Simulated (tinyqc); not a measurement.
# On-chip interconnect, size-dependent resistivity and RC delay: two metals against line width

A rectangular line between two neighbours and two ground planes. Surface and grain-boundary scattering are added to the bulk resistivity as corrections; capacitances are parallel-plate values without fringing; inductance is ignored.

Metal width x = wd - 2 tl, height y = AR wd - tl; grain boundaries (Mayadas-Shatzkes): al = (lam/(gr x)) Rg/(1 - Rg), g = 1/[1 - 3 al/2 + 3 al^2 - 3 al^3 ln(1 + 1/al)] - 1; surfaces (Fuchs-Sondheimer, thick limit): s = (3/8) lam (1 - ps)(1/x + 1/y); rho = rho0 (1 + g + s); r = rho/(x y). The second metal has rho2, lam2 and tl2 in place of rho0, lam and tl; ps, Rg, gr and AR are shared.

Parameters, values chosen for the exercise; metal values close to those of copper:

| symbol | value | unit | meaning |
|---|---|---|---|
| rho0 | 1.65 | uohm cm | bulk resistivity |
| lam | 40.6 | nm | bulk mean free path |
| ps | 0.1 |  | specular share of surface scattering |
| Rg | 0.52 |  | reflection coefficient of grain boundaries |
| gr | 1 |  | grain size over the metal width |
| AR | 1.3 |  | aspect ratio, height over width |
| tl | 1.6 | nm | liner on both walls and the bottom, not conducting |
| sp | 30 | nm | space to the neighbouring lines |
| hd | 41 | nm | dielectric height to the planes above and below |
| ek | 2.2 |  | relative permittivity of the dielectric |
| Mf | 2 |  | Miller factor of the neighbours |
| rho2 | 4.64 | uohm cm | bulk resistivity of the second metal (close to rhodium) |
| lam2 | 7 | nm | mean free path of the second metal |
| tl2 | 0.1 | nm | liner of the second metal |

Constants: eps0 = 8.8541878128e-12 F/m. Results are converted to the units shown.

Results:
```
wd (nm)  rho, first (uohm cm)  rho, second (uohm cm)  r, first (ohm/um)  r, second (ohm/um)  ratio second/first
6.5                    41.230                 15.358              18239              2919.5             0.16006
8                      29.192                 13.329             6911.1              1659.1             0.24006
10                     21.290                 11.585             2746.4              916.35             0.33366
13                     15.407                 9.9841             1027.6              464.29             0.45184
17                     11.498                 8.7335             406.42              236.30             0.58141
22                     8.9271                 7.8109             175.87              125.72             0.71484
30                     6.7926                 6.9738             67.769              60.160             0.88771
45                     4.9777                 6.2040             20.929              23.713              1.1330
120                    2.8672                 5.2333             1.5899              2.8020              1.7624
```

Estimate the missing row, wd = 70 nm.

Computed row:
```
wd (nm)  rho, first (uohm cm)  rho, second (uohm cm)  r, first (ohm/um)  r, second (ohm/um)  ratio second/first
70                     3.7530                 5.6511             6.2844              8.9066              1.4172
```

With this row back in the table: The resistivity of the first metal falls from 41.2 to 2.87 uohm cm and that of the second goes from 15.4 to 5.23 uohm cm as the line widens. The products rho0 lam, which set the size effect, are 67.0 and 32.5 uohm cm nm. The two resistances cross at wd = 36.3 nm: below it the second metal gives the lower line resistance. For widths well under the mean free path the thick-limit surface term is only a guide.

Range of the model: The metal width is under the mean free path, where the thick-limit surface term and the simple sum of corrections lose accuracy.

Program tinyqc, `OMP_NUM_THREADS=1 python tinyqc.py 2100008 2100009 out.jsonl`; Intel Xeon 2.30GHz, shared host, one thread, about 0.01 s.
